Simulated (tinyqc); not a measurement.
Harmonic frequencies on the RHF/sto-3g surface (energies and gradients from PySCF), for H3-, spin multiplicity 1, step by step. The basis has no diffuse functions, so it cannot describe the extra electron: this is an exercise in the method, not the real anion. Computed by tinyqc, a small Python program that keeps every step (integrals from PySCF). Settings: charge = -1, multiplicity = 1, basis = sto-3g, delta = 0.005. Command: `OMP_NUM_THREADS=1 python tinyqc.py 25647 25648 out.jsonl` (the two numbers bound the seeds that draw the settings). One thread of a shared host (Intel(R) Xeon(R) Processor @ 2.60GHz), about 1 s of CPU time with the checks.

## One row of the Hessian: 2Hy

optimised positions (bohr):
```
            x          y          z
1H  -0.052220  -1.035616  -0.293488
2H  -0.015118   0.515249   0.791150
3H   0.021984   2.066163   1.875835
```

gradient at +delta (hartree/bohr):
```
              x            y            z
1H   0.00000292  -0.00020426   0.00008574
2H  -0.00000539   0.00042809  -0.00015830
3H   0.00000247  -0.00022382   0.00007256
```

gradient at -delta (hartree/bohr):
```
              x            y            z
1H  -0.00000244   0.00022526  -0.00007076
2H   0.00000532  -0.00043084   0.00015477
3H  -0.00000289   0.00020559  -0.00008401
```

Displace 2Hy by +/-0.005 bohr; H(k, :) = (g(+) - g(-)) / (2 delta).

row of the Hessian (hartree/bohr^2): 1Hx 0.00053532, 1Hy -0.04295233, 1Hz 0.01564971, 2Hx -0.00107088, 2Hy 0.08589339, 2Hz -0.03130665, 3Hx 0.00053556, 3Hy -0.04294106, 3Hz 0.01565694

## Hessian by finite differences

All rows are made in the same way, and the matrix is symmetrised.

Hessian (symmetrised) (hartree/bohr^2), lower triangle:
```
             1Hx          1Hy          1Hz          2Hx          2Hy          2Hz         3Hx         3Hy
1Hx   0.03270420
1Hy   0.00172602   0.10481206
1Hz   0.00120713   0.05046012   0.06795265
2Hx  -0.06531741   0.00053538   0.00037445   0.13063361
2Hy   0.00053537  -0.04295185   0.01565062  -0.00107098   0.08589339
2Hz   0.00037444   0.01565077  -0.05438355  -0.00074905  -0.03130785   0.10876112
3Hx   0.03261322  -0.00226140  -0.00158157  -0.06531623   0.00053561   0.00037461  0.03270302
3Hy  -0.00226140  -0.06186070  -0.06611115   0.00053562  -0.04294057   0.01565792  0.00172578  0.10480079
3Hz  -0.00158158  -0.06611120  -0.01356925   0.00037462   0.01565786  -0.05437725  0.00120696  0.05045292

            3Hz
3Hz  0.06794634
```

## Normal modes

masses (u): 1H 1.007825, 2H 1.007825, 3H 1.007825

Diagonalise H_ij / sqrt(m_i m_j); the 5 smallest eigenvalues belong to translations and rotations; wavenumber = sqrt(eigenvalue / 1822.888) x 219474.63; each mode has its largest component positive (the first on a tie); zero-point energy = sum of wavenumbers / 2, with 349.755 1/cm per kcal/mol.

eigenvalues of the mass-weighted Hessian (hartree/(bohr^2 u)): -0.000006  -0.000005  0.000000  0.000000  0.000000  0.095210  0.194465  0.194467  0.246360

harmonic wavenumbers of the vibrations (1/cm): 1586.2  2266.9  2266.9  2551.5

mass-weighted modes:
```
        mode 1     mode 2     mode 3     mode 4
1Hx  -0.008001  -0.002927  -0.408163   0.013860
1Hy  -0.334421   0.234023   0.004880   0.579373
1Hz  -0.233894  -0.334507   0.006985   0.405202
2Hx   0.016004   0.005854   0.816319  -0.000001
2Hy   0.668968  -0.468039  -0.009759  -0.000062
2Hz   0.467871   0.669008  -0.013970  -0.000045
3Hx  -0.008004  -0.002927  -0.408156  -0.013859
3Hy  -0.334530   0.234017   0.004880  -0.579311
3Hz  -0.233968  -0.334502   0.006985  -0.405157
```

zero-point energy = 12.396325 kcal/mol

Within a degenerate level the vectors are fixed only up to a rotation; this is one choice.
